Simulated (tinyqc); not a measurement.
AlGaN/GaN HEMT with access regions, lumped model: one step of the calculation.

A polarisation-induced electron sheet under a Schottky gate, in series with two ungated access regions and contacts. Drift law v = mu E/(1 + mu E/vs) under the gate. Currents in mA/mm, resistances in ohm mm. No self-heating, no channel-length modulation; fits for polarisation, barrier and offset are chosen for the exercise.

Question. Polarisation charge, threshold and sheet resistance. sigma = (5e13 x + 1.6e13 x^2) cm^-2, phiB = 0.84 + 1.3 x, dEc = 0.7 (1.71 x + x^2) in volts, Cb = eps0 eps_r/d, VT = phiB - dEc - q sigma/Cb, access density n0 = -Cb VT/q. Rsh = 1/(q mu n0); largest access current q n0 vs.

Values chosen for this exercise; values close to those of AlGaN/GaN structures: aluminium share of the barrier x = 0.16; barrier thickness d = 20 nm; relative permittivity of barrier and channel eps_r = 9.3; channel mobility mu = 1600 cm^2/(V s); saturation velocity vs = 1.2e7 cm/s.

Constants: q = 1.602176634e-19 C, eps0 = 8.8541878128e-14 F/cm where lengths are in cm. Results are converted to the units shown.

Find: sigma; Cb; VT; n0; Rsh; q n0 vs.

Answer.

sigma = 8.4096e12 cm^-2
Cb = 0.41172 uF/cm^2
VT = -2.4340 V
n0 = 6.2547e12 cm^-2
Rsh = 623.68 ohm
q n0 vs = 1202.5 mA/mm

tinyqc, about 0.02 s, one thread, Intel Xeon 2.30GHz (shared host): `OMP_NUM_THREADS=1 python tinyqc.py 2570136 2570137 out.jsonl`
